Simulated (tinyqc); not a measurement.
# Changing the pulse time t

Model: atomic layer deposition: Langmuir saturation, growth per cycle and coating of deep features. Computed by tinyqc, a small Python program. Command: `OMP_NUM_THREADS=1 python tinyqc.py 3000722 3000723 out.jsonl ald sweep`. One thread of a shared host (Intel(R) Xeon(R) Processor @ 2.30GHz), about 0.06 s of CPU time with the checks.

Precursor A sticks only on free sites, so a long enough pulse saturates; co-reactant B then frees the sites again.

Inputs (values chosen for the exercise, modelled on zinc oxide from diethylzinc and water):

| quantity | value | unit |
|---|---|---|
| precursor mass M | 124 | u |
| site density q | 7.4 | 1/nm^2 |
| growth per cycle at saturation G | 1.8 | angstrom |
| sticking probability beta on free sites | 0.0045 | - |
| precursor pressure p | 0.88 | Pa |
| temperature T | 150 | C |
| co-reactant completion per pulse c_B | 0.95 | - |
| desorption energy E_d | 1.48 | eV |
| purge time t_p | 2.4 | s |
| aspect ratio a | 73 | - |

Feature: long trench.

Constants: u = 1.6605390666e-27 kg; k_B = 1.380649e-23 J/K; k_B = 8.617333262e-05 eV/K.

Method:
- Wall flux F = p/sqrt(2 pi M k_B T); rate of filling k_a = beta F/q; desorption k_d = 1e13 exp(-E_d/(k_B T)) per second. 1/m^2 = 1e-18/nm^2.
- Temperatures in kelvin are T(C) + 273.15.
- One cycle from coverage th0: pulse A gives th1 = th_s + (th0 - th_s) exp(-(k_a + k_d) t), th_s = k_a/(k_a + k_d); the purge leaves th2 = th1 exp(-k_d t_p); pulse B converts c_B th2 into film and leaves th3 = (1 - c_B) th2. Growth = G c_B th2.
- The periodic state has th0 = th3: th0 = (1 - c_B) e_p th_s (1 - e_a)/(1 - (1 - c_B) e_p e_a), with e_a = exp(-(k_a + k_d) t), e_p = exp(-k_d t_p).
- Share of impinging molecules used = q (th1 - th0)/(F t).
- Diffusion-limited filling (Gordon) of a long trench of width w, hydraulic diameter 2w, so that a is replaced by a/2 in the hole formula: t = (q/F)(1 + 19a/8 + 3a^2/8). Reaction-limited filling needs ln(100)/k_a at any depth, k_a = beta F/q. Flow is molecular. The front picture holds when the modulus (a/2) sqrt(beta) is well above 1.
- Depth reached by the given pulse: solve the same formula for a. Exposure = p x diffusion-limited time; 1 langmuir = 1.33322e-4 Pa s.

One run for each value:

| pulse time t (s) | growth per cycle (angstrom) | share of impinging molecules used | aspect ratio reached by the front in time t |
|---|---|---|---|
| 0.033 | 0.3277 | 4.0334e-03 | 8.14 |
| 0.083 | 0.7052 | 3.4509e-03 | 14.44 |
| 0.21 | 1.2577 | 2.4326e-03 | 24.64 |
| 0.51 | 1.6394 | 1.3056e-03 | 40.05 |
| 1.3 | 1.7094 | 5.3408e-04 | 65.75 |
| 3.2 | 1.7099 | 2.1704e-04 | 104.91 |
| 7.8 | 1.7099 | 8.9041e-05 | 165.53 |
| 19 | 1.7099 | 3.6554e-05 | 260.10 |
| 48 | 1.7099 | 1.4469e-05 | 415.27 |
| 120 | 1.7099 | 5.7877e-06 | 658.44 |

Over the rows, growth per cycle (angstrom) rises from 0.328 to 1.71, flat over part of the range; share of impinging molecules used falls from 0.00403 to 5.79e-6 (exponent d ln y / d ln x -0.17 between the first rows and -1.00 between the last); aspect ratio reached by the front in time t rises from 8.14 to 658 (exponent d ln y / d ln x 0.62 between the first rows and 0.50 between the last). At the high end the exponent of growth per cycle is 0.00, close to 0: self-limiting growth. At the high end the exponent of share of impinging molecules used is -1.00, close to -1: after saturation more gas is wasted. At the high end the exponent of aspect ratio reached by the front in time t is 0.50, close to 0.50: the front moves as sqrt(t). Growth saturates once k_a t passes a few units, since A sticks only on free sites; longer pulses then serve only depth.

Caution (rows 0.0330, 0.0830, 0.210, 0.510): the pulse is shorter than ln(100)/k_a, so even the open surface is not saturated and the depth reached has no meaning. Caution (rows 0.0330, 0.0830, 0.210, 0.510): the depth reached is formal here: it is under 4/sqrt(beta), so no sharp front has formed.
